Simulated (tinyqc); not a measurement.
Model-solid line-up of a strained alloy layer on a substrate: one step. Strained band edges. Three cases, with inputs chosen for the exercise.

Question. Give the hydrostatic shifts, the strain block and the edges.

Strained edges: Ec + ac tr(e); the valence edges are Ev plus the levels of the 6 x 6 matrix of X, Y, Z times spin with -Dso/3 + l exx + m (eyy + ezz) on the diagonal (cyclic), n exy off it, l = av + 2 b, m = av - b, n = sqrt(3) d. Spin-orbit term (Dso/3) L.sigma on X, Y, Z with (L_k)_ij = -i epsilon_kij: <X+|H|Y+> = -i Dso/3, <X+|H|Z-> = Dso/3, <Y+|H|Z-> = -i Dso/3, <Z+|H|X-> = -Dso/3, <Z+|H|Y-> = i Dso/3, <X-|H|Y-> = i Dso/3, and their conjugates; + and - are the spin along z.

Case 1.

Alloy at x (a in angstrom, C11, C12, C44 in GPa, all else in eV):
```
symbol       value
a         5.663680
Eg        3.004480
Dso       0.285280
Ev       -1.284704
ac       -5.636400
av        2.428000
b        -2.286800
d        -3.428000
C11     124.720000
C12      53.272000
C44      54.744000
```

strain tensor in the cubic axes:
```
             x            y            z
x  -0.00019611   0.00080677   0.00000000
y   0.00080677  -0.00019611   0.00000000
z   0.00000000   0.00000000  -0.00100288
```

Case 2.

Alloy at x (a in angstrom, C11, C12, C44 in GPa, all else in eV):
```
symbol       value
a         5.662980
Eg        3.051634
Dso       0.279340
Ev       -1.301860
ac       -5.617600
av        2.411400
b        -2.319800
d        -3.414400
C11     125.614000
C12      52.952000
C44      54.010000
```

strain tensor in the cubic axes:
```
             x            y           z
x  -0.00176232   0.00000000  0.00000000
y   0.00000000  -0.00176232  0.00000000
z   0.00000000   0.00000000  0.00148580
```

Case 3.

Alloy at x (a in angstrom, C11, C12, C44 in GPa, all else in eV):
```
symbol      value
a        6.012440
Eg       0.490495
Dso      0.385170
Ev      -0.598751
ac      -5.371100
av       1.018700
b       -1.800900
d       -3.728700
C11     87.525000
C12     47.055000
C44     41.800000
```

strain tensor in the cubic axes:
```
             x            y            z
x  -0.01063779   0.01155619   0.01155619
y   0.01155619  -0.01063779   0.01155619
z   0.01155619   0.01155619  -0.01063779
```

Give: ac tr(e), av tr(e); strain block; Ec and the three valence edges from the top; strained gap.

Answer.

Case 1.

ac tr(e), av tr(e) (eV): 0.0079  -0.0034

strain block (eV):
```
         X        Y       Z
X  -0.0052  -0.0048       0
Y  -0.0048  -0.0052       0
Z        0        0  0.0003
```

Ec and the three valence edges from the top (eV): 1.7276  -1.2848  -1.2913  -1.5734

strained gap = 3.0124 eV

Strain moves the gap by +8 meV: +11 meV from the volume and -3 meV from the splitting of the valence edge, which always raises the top.

Case 2.

ac tr(e), av tr(e) (eV): 0.0115  -0.0049

strain block (eV):
```
        X       Y        Z
X  0.0026       0        0
Y       0  0.0026        0
Z       0       0  -0.0200
```

Ec and the three valence edges from the top (eV): 1.7612  -1.2992  -1.3139  -1.5865

strained gap = 3.0605 eV

Strain moves the gap by +9 meV: +16 meV from the volume and -8 meV from the splitting of the valence edge, which always raises the top.

Case 3.

ac tr(e), av tr(e) (eV): 0.1714  -0.0325

strain block (eV):
```
         X        Y        Z
X  -0.0325  -0.0746  -0.0746
Y  -0.0746  -0.0325  -0.0746
Z  -0.0746  -0.0746  -0.0325
```

Ec and the three valence edges from the top (eV): 0.0632  -0.5566  -0.6734  -1.0489

strained gap = 0.6198 eV

Strain moves the gap by +129 meV: +204 meV from the volume and -75 meV from the splitting of the valence edge, which always raises the top.

Computed by tinyqc, one run a case: `OMP_NUM_THREADS=1 python tinyqc.py N N+1 out.jsonl` with N = 1080836, 1080896, 1081152; one thread of a shared Intel(R) Xeon(R) Processor @ 2.30GHz, about 0.04 s a run at most.
